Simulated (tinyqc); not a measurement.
# Worked calculation: lossy package transmission line with skin effect

tinyqc, about 0.01 s, one thread, Intel Xeon 2.30GHz (shared host): `OMP_NUM_THREADS=1 python tinyqc.py 2810155 2810156 out.jsonl` Printed values are rounded.

A uniform line in a homogeneous dielectric: c = sqrt(er)/(c0 Z0), l = Z0 sqrt(er)/c0 (c0 = 299792458 m/s), g = w c td, w = 2 pi f. The resistance joins its limits as r = sqrt(r_dc^2 + r_hf^2), with r_dc = rho/(wd th), r_hf = kr rho/(2 delta (wd + th)), delta = sqrt(rho/(pi f mu0)), mu0 = 4 pi 1e-7 H/m; this is an interpolation, and internal inductance, up to 0.05 nH/mm at low frequency, is neglected.

Inputs (values chosen for the exercise):
```
symbol  value     unit                                  meaning
wd         33       um                       width of the strip
th         14       um                   thickness of the strip
rho         2  uohm cm                              resistivity
er          3                             relative permittivity
td       0.01                                      loss tangent
Z0         60      ohm             lossless impedance sqrt(l/c)
kr          2           factor for crowding and the return path
len       7.1       mm                                   length
Rg         25      ohm                        source resistance
RL        1e5      ohm                          load resistance
CL        300       fF                         load capacitance
f           7      GHz                                frequency
```

## Line constants

delta, r_dc, r_hf, r, l, c and g as defined.

delta = 0.8507190 um
r_dc = 0.04329004 ohm/mm
r_hf = 0.5002027 ohm/mm
r = 0.5020725 ohm/mm
l = 0.3466500 nH/mm
c = 96.29166 pF/m
g = 0.04235128 S/m

r is 11.6 times r_dc; the skin depth is 0.0608 of the thickness.

## Propagation constant and impedance

gamma = sqrt((r + i w l)(g + i w c)) = alpha + i beta, Zc = sqrt((r + i w l)/(g + i w c)), roots with positive real part; loss 8.685889638 alpha in dB; phase velocity w/beta.

gamma len = 0.038724+1.804283i
Zc = 60.01082-0.68772i ohm
loss = 0.04737386 dB/mm
phase velocity over c0 = 0.5773123
r/(w l) = 0.03293042

r is below w l; the low-loss estimate 8.686 (r/(2 Z0) + g Z0/2) gives 0.0474 dB/mm.

## Reflection, input impedance and transfer

ZL = 1/(1/RL + i w CL); reflection (ZL - Zc)/(ZL + Zc); Zin = Zc (ZL + Zc tanh(gamma len))/(Zc + ZL tanh(gamma len)); H = V_load/V_source = [Zin/(Zin + Rg)]/[cosh(gamma len) + (Zc/ZL) sinh(gamma len)].

ZL = 0.05744-75.78802i ohm
reflection at the load = 0.2265112-0.9618673i
Zin = 7.83577+75.65494i ohm
H = -0.8646400-0.3118653i
|H| = -0.7321406 dB
